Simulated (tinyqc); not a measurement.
Worked calculation: one-electron ion in a basis of Gaussians. Computed by tinyqc, a small Python program that keeps every step. Settings: Z = 3, l = 0. Command: `OMP_NUM_THREADS=1 python tinyqc.py 27601 27602 out.jsonl` (the two numbers bound the seeds that draw the settings). One thread of a shared host (Intel(R) Xeon(R) Processor @ 2.60GHz), about 0.01 s of CPU time with the checks.

## Matrices over normalised Gaussians

exponents of r^l exp(-a r^2) (1/bohr^2): 0.482900  1.173000  2.848000  6.918000

Z = 3

l = 0

With p = a_i + a_j and I(k) = Gamma((k+1)/2) / (2 p^((k+1)/2)): S = I(2l+2), T = (2l+3) a_i a_j S / p, V = -Z I(2l+1), each divided by sqrt(S_ii S_jj).

S, lower triangle:
```
          1         2         3         4
1  1.000000
2  0.866683  1.000000
3  0.590882  0.866807  1.000000
4  0.347133  0.590882  0.866683  1.000000
```

T (hartree), lower triangle:
```
          1         2         3          4
1  0.724350
2  0.889411  1.759500
3  0.731909  2.160467  4.272000
4  0.470079  1.777863  5.245482  10.377000
```

V (hartree), lower triangle:
```
           1          2          3           4
1  -3.326748
2  -3.775319  -5.184899
3  -3.650544  -5.883906  -8.079069
4  -3.196797  -5.689552  -9.168430  -12.591619
```

## Generalised eigenproblem

H = T + V (hartree), lower triangle:
```
           1          2          3          4
1  -2.602398
2  -2.885907  -3.425399
3  -2.918635  -3.723439  -3.807069
4  -2.726718  -3.911689  -3.922948  -2.214619
```

Solve H C = S C e through S^(-1/2); each column has its largest component positive (the first on a tie).

eigenvalues of S: 0.014108  0.126426  0.771951  3.087514

eigenvalues (hartree): -4.320498  -0.901808  2.765647  13.271246

coefficients:
```
          1          2          3          4
1  0.021584   1.869864  -1.924243   1.143032
2  0.569799  -1.402265   4.056280  -3.599177
3  0.127306   0.189483  -2.402960   5.086471
4  0.391017  -0.282190  -0.043146  -2.876059
```

For Z = 3 and l = 0 the exact lowest level is -Z^2/(2 n^2) with n = l + 1: -4.500000 hartree.
